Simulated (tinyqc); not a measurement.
# Changing the band width W

Model: Stoner model of a band magnet at zero temperature. Computed by tinyqc, a small Python program. Command: `OMP_NUM_THREADS=1 python tinyqc.py 3021754 3021755 out.jsonl stoner sweep`. One thread of a shared host (Intel(R) Xeon(R) Processor @ 2.30GHz), about 0.04 s of CPU time with the checks.

Five orbitals per spin share one band; u = (E - E_bottom)/W runs from 0 to 1, and the states per spin, atom and energy are g = 5 d(u)/W with d = 1 - c cos(4 pi u). N(u) is the integral of d from 0. The moment m = n_up - n_down (electrons per atom) moves the fillings to n +/- m/10; the energy is E(m) = E_band(m) - I m^2/4.

Inputs (values chosen for the exercise, for a model d band):
```
quantity                    value  unit
filling n per spin orbital   0.72     -
Stoner parameter I          0.215    eV
depth c of the valley        0.45     -
start moment m0              0.81  mu_B
largest number of steps       600     -
```

Density of states: two peaks.

Method. Solve N(u_F) = n; g_F = 5 d(u_F)/W; the Stoner product is I g_F. Split the bands by Delta = I m, find the common Fermi level that keeps 10 n electrons, and read m(out) = 5 [N(u + Delta/(2W)) - N(u - Delta/(2W))], N clipped to 0 and 1. Start from m0 (at most 0.9 m_max, m_max = 10 min(n, 1 - n)); stop when m changes by less than 1e-8; moments under 1e-5 count as 0.

One run for each value:
```
band width W (eV)  moment m (mu_B)  Stoner product I g_F  g_F (1/eV)
1.62                             0                0.9521       4.428
1.89                             0                0.8161       3.796
2.16                             0                0.7141       3.321
2.42                             0                0.6373       2.964
2.69                             0                0.5734       2.667
2.95                             0                0.5228       2.432
3.22                             0                0.4790       2.228
3.48                             0                0.4432       2.061
3.75                             0                0.4113       1.913
```

Describe and explain the trends.

Over the rows, moment m (mu_B) does not change; Stoner product I g_F falls from 0.952 to 0.411 (exponent d ln y / d ln x about -1.0 throughout); g_F (1/eV) falls from 4.43 to 1.91 (exponent d ln y / d ln x about -1.00 throughout). Compression widens the band and lowers g_F as 1/W.

Extremes, crossings and ranges named in words are read from the listed rows.
